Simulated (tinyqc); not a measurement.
# Input admittance of a MOSFET at zero drain bias: distributed channel and distributed gate, step by step

Computed by the program tinyqc: `OMP_NUM_THREADS=1 python tinyqc.py 2262205 2262206 out.jsonl`, one thread of a shared Intel Xeon 2.30GHz, about 0.01 s for the whole run. Printed values are rounded.

Source and drain grounded, strong inversion, w = 2 pi f, Cox = eps0 eox/tox. The channel is an RC line of resistance 1/(mu Cox Vo) per square fed from both ends, so one finger has the intrinsic admittance y = i w Cox L tanh(g)/g per width, g = (1/2) sqrt(i w tau), tau = L^2/(mu Vo). The vertical resistance rv/L is in series with y, the overlaps 2 i w Cov in parallel: y_t = 1/(1/y + rv/L) + 2 i w Cov. The gate strip is a line of Rsh/L per length loaded by y_t, so a finger has Y = y_t Wf tanh(k)/k, k = (Wf/sd) sqrt(y_t Rsh/L); the device has Nf Y.

Parameters, values chosen for the exercise; values of the order met in silicon radio-frequency transistors:
```
symbol  value        unit                                                                 meaning
eox       3.9              relative permittivity of the gate insulator (close to silicon dioxide)
tox       2.3          nm                                                     insulator thickness
L         0.2          um                                                          channel length
Wf        8.9          um                                                            finger width
Nf         16                                                                   number of fingers
mu        310  cm^2/(V s)                                                        channel mobility
Vo       0.77           V                                                          gate overdrive
Rsh        15  ohm/square                                            sheet resistance of the gate
rv          0    ohm um^2                                  vertical resistivity of the gate stack
sd          2                                       number of ends at which a finger is contacted
Cov      0.18       fF/um                             overlap and fringe capacitance on each side
f          29         GHz                                                               frequency
```

Constants: eps0 = 8.8541878128e-14 F/cm where lengths are in cm. Results are converted to the units shown.

## Low-frequency resistances and capacitance

Low-frequency limits, with c = Cox L and ct = c + 2 Cov: R_strip = Rsh Wf/(3 sd^2 L Nf), R_ch = (c/ct)^2 L/(12 mu Cox Vo Wf Nf), R_vert = (c/ct)^2 rv/(L Wf Nf), C = ct Wf Nf.

parts (ohm): strip 3.47656, channel 0.260405, vertical 0
sum = 3.73697 ohm
C = 478.852 fF
1/(2 pi R C) = 88.9405 GHz

The strip term is the largest, 93.0 % of the sum.

## Admittance of the channel and stack per width

tau, g, c = Cox L, y and y_t as defined.

tau = 1.67574 ps
g = 0.195365+0.195365i
c = 3.00272 fF/um
y = 13.909+546.709i uS/um
y_t = 13.909+612.305i uS/um

w tau = 0.305, and Im y is 0.999 of w c.

## Input impedance of the device

k and Y as defined; Z = 1/(Nf Y) = R + 1/(i w C); Q = |Im Z|/R; signal at the point farthest from a contact |1/cosh k|.

k = 0.682012+0.666695i
Nf Y = 24.7588+77.8012i mS
R = 3.71418 ohm
C = 470.222 fF
Q = 3.14236
signal at the far point = 0.928687

R is 0.61 % below its low-frequency limit and C is 1.8 % below its own.
